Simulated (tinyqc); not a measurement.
Planar ballistic transistor, top-of-the-barrier model: output curve.

At the top of the source barrier, states moving towards the drain are filled by the source (Fermi level 0) and states moving back by the drain (Fermi level -q Vd); nothing scatters. U is the shift of the band edge there, set by the capacitances CG, CD and CS (the total) and by the charge. Parabolic two-dimensional band; the source is grounded.

N0 = gv m kB T/(pi hbar^2), CG = eps0 eox/tox, vT = sqrt(2 kB T/(pi m)), CS = CG/aG, n0 = n at U = 0 and Vd = 0. eta1 = -(E0 + U)/Vt, eta2 = eta1 - Vd/Vt, n = (N0/2)[F_0(eta1) + F_0(eta2)], F_0(x) = ln(1 + exp x). U = UL + q (n - n0)/CS with UL = -(aG Vg + aD Vd), energies in eV. I = q (N0/2) vT [F_(1/2)(eta1) - F_(1/2)(eta2)] per width, F_(1/2)(x) = (2/sqrt(pi)) int_0^infinity u^(1/2)/(1 + exp(u - x)) du. CQ = (q/Vt) dn/d(eta1).

Parameters, values chosen for the exercise; mass and valleys close to those of gallium arsenide: temperature T = 150 K; effective mass m = 0.07 m0; valley degeneracy gv = 1; relative permittivity of the gate insulator eox = 9; insulator thickness tox = 3.5 nm; gate control CG/CS aG = 0.88; drain control CD/CS aD = 0.008; band edge at the barrier top above the source Fermi level at zero bias E0 = 0.34 eV; gate voltage Vg = 0.5 V.

Constants: q = 1.602176634e-19 C, kB = 1.380649e-23 J/K, hbar = 1.054571817e-34 J s, m0 = 9.1093837015e-31 kg, Vt = kB T/q, eps0 = 8.8541878128e-14 F/cm where lengths are in cm. Results are converted to the units shown.

Output curve:
```
Vd (V)    eta1  n (cm^-2)  I (uA/um)  mean velocity I/(q n) (cm/s)    CQ/CS
0.01    2.9529  9.9977e11     56.938                      3.5546e6   1.6739
0.025   3.2957  9.3015e11     133.88                      8.9834e6   1.5938
0.05    3.7610  8.3626e11     230.56                      1.7208e7   1.3133
0.1     4.0727  7.7765e11     289.35                      2.3223e7  0.91286
0.15    4.1009  7.7822e11     293.15                      2.3511e7  0.89114
0.2     4.1175  7.8121e11     294.78                      2.3552e7  0.89089
0.3     4.1503  7.8730e11     297.95                      2.3621e7  0.89134
0.4     4.1830  7.9339e11     301.14                      2.3691e7  0.89179
0.6     4.2484  8.0557e11     307.55                      2.3829e7  0.89264
0.8     4.3138  8.1776e11     314.02                      2.3967e7  0.89343
```

What does the table show?

The current rises from 56.9 to 314 uA/um; n goes from 1.00e12 through a minimum of 7.78e11 (at Vd = 0.1 V among the rows listed) to 8.18e11 cm^-2 and eta1 rises from 2.95 to 4.31. The resistance in the first row is 176 ohm um, though nothing scatters in the channel. The current passes 90 % of its last value at Vd = 0.1 V among the rows, where eta2 = -3.7: the drain no longer fills returning states.

Numbers from tinyqc (`OMP_NUM_THREADS=1 python tinyqc.py 2400041 2400042 out.jsonl`; about 0.01 s on one thread of a shared Intel Xeon 2.30GHz).
